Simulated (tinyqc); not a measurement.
# Ballistic Schottky-barrier transistor with a two-dimensional channel, WKB contacts: several studies

Source Fermi level 0, drain Fermi level -Vd. Far from the contacts Ec = pn - psi, and the gate moves psi one to one; the band edges relax as exp(-x/lam) from pn at the source and pn - Vd at the drain; Ev = Ec - Eg. A carrier of energy w inside the channel band meets at a contact a barrier of height D (the contact edge beyond the channel edge): T = 1 for w >= D, else exp(-S), S = 4 lam sqrt(m/C) [sqrt(D - w) - sqrt(w) arctan sqrt((D - w)/w)], C = hbar^2/(2 m0). The two contacts combine as Ts Td/(Ts + Td - Ts Td).

Values chosen for this exercise; channel values close to those of a molybdenum disulphide layer: temperature T = 300 K; band gap Eg = 1.7 eV; barrier for electrons at both contacts pn = 0.49 eV; electron mass mn = 0.49 m0; hole mass mp = 0.58 m0; valleys or subbands g = 2; screening length at the contacts lam = 1.3 nm; drain bias Vd = 0.3 V.

Constants: q = 1.602176634e-19 C, kB = 1.380649e-23 J/K, hbar = 1.054571817e-34 J s, h = 6.62607015e-34 J s, m0 = 9.1093837015e-31 kg, Vt = kB T/q, hbar^2/(2 m0) = 0.0380998212 eV nm^2. Results are converted to the units shown.

Each table varies one quantity; the others keep the values above.

## Effect of the drain bias on the off state

I/W = g (2 q^2/h) int T(w) [N(Es + w) - N(Ed + w)] dw with w the energy of motion along the channel, N(y) = (1/2 pi) sqrt(pi m kB T/C) Fm(-y/kB T), Fm(x) = (1/sqrt(pi)) int_0^infinity u^(-1/2)/(1 + exp(u - x)) du. Electrons: Ds = psi, Dd = psi - Vd, Es = Ec, Ed = Ec + Vd. Holes: Ds = -psi, Dd = Vd - psi, Es = -Ev, Ed = -Ev - Vd. The size of each current is taken; both flow from drain to source and add. The integrals are converged. For each Vd, psi is set to the minimum of I.

Effect of the drain bias on the off state:
```
Vd (V)  psi at the minimum (V)  smallest I (uA/um)
0.05                    -0.445            2.68e-13
0.21                    -0.375            4.78e-12
0.37                    -0.307            6.36e-11
0.53                    -0.240            8.53e-10
0.68                    -0.176             9.94e-9
0.84                    -0.107             1.40e-7
1                       -0.038             2.00e-6
```

What does the table show?

The smallest current rises from 2.68e-13 to 2.00e-6 uA/um, 7.23 decades a volt between the last two rows, and the minimum moves by 0.43 V a volt over the table: a larger Vd lets holes enter from the drain while electrons still enter from the source.

## Ambipolar transfer curve

Same model as above.

Swing = d(psi)/d(log10 I).

Results:
```
ps (V)  electrons (uA/um)  holes (uA/um)  I (uA/um)  swing (mV/decade)
-0.97           1.937e-22       9.272e-4   9.272e-4             -86.04
-0.82           6.412e-20       1.201e-5   1.201e-5             -77.76
-0.68           1.442e-17       1.965e-7   1.965e-7             -79.11
-0.38           1.580e-12      3.959e-11  4.117e-11             -92.24
-0.24           3.552e-10      9.057e-13  3.562e-10              59.78
-0.09            1.176e-7      1.917e-14   1.176e-7              59.53
0.06             1.484e-5      5.350e-16   1.484e-5              111.9
0.2              3.023e-4      2.718e-17   3.023e-4              100.7
0.35              0.01139      4.825e-19    0.01139              90.89
0.49               0.4214      2.146e-21     0.4214              90.97
0.64                9.423      6.483e-24      9.423              147.7
```

Estimate the missing row, ps = -0.53 V.

Computed row:
```
ps (V)  electrons (uA/um)  holes (uA/um)  I (uA/um)  swing (mV/decade)
-0.53           4.773e-15       2.628e-9   2.628e-9             -81.08
```

With this row back in the table: I goes from 9.27e-4 through a minimum of 4.12e-11 (at ps = -0.38 V among the rows listed) to 9.42 uA/um; the exact minimum lies at psi = -0.337 V. Holes carry the left branch and electrons the right. The ratio of the last row to the smallest is 2.29e11 and of the first row 2.25e7, with barriers of 0.49 eV for electrons and 1.21 eV for holes. The steepest swing among the rows is 59.5 mV/decade, against the thermionic limit 59.5.

## Barrier height from the temperature dependence

Same model as above.

The apparent barrier is -d ln(I_e/T^1.5)/d(q/kB T), taken between T - 10 K and T + 10 K for the electron current.

Barrier height from the temperature dependence:
```
ps (V)  electrons (uA/um)  Ec (eV)  apparent barrier (eV)
-0.25            2.41e-10    0.740                  0.740
-0.18             3.62e-9    0.670                  0.670
-0.11             5.43e-8    0.600                  0.600
-0.04             8.14e-7    0.530                  0.530
0                 3.82e-6    0.490                  0.490
0.1               3.39e-5    0.390                  0.423
0.17              1.54e-4    0.320                  0.368
0.24              7.67e-4    0.250                  0.309
0.31              0.00418    0.180                  0.247
0.38               0.0245    0.110                  0.183
0.45                0.150    0.040                  0.117
```

What does the comparison show?

For psi < 0 the channel edge is the highest point, and the apparent barrier follows Ec one to one (0.740 eV against 0.740). At flat band it is 0.490 eV (psi = 0 V), near pn = 0.49 eV. Beyond, the top stays at pn but tunnelling lowers the apparent value to 0.117 eV in the last row, so only the point where the line bends gives the true barrier.

Range of the model: No scattering, image-force lowering, channel charge or band-to-band tunnelling; parabolic kappa overstates S deep in the gap.

Program tinyqc, `OMP_NUM_THREADS=1 python tinyqc.py 2390135 2390136 out.jsonl`; Intel Xeon 2.30GHz, shared host, one thread, about 0.5 s.
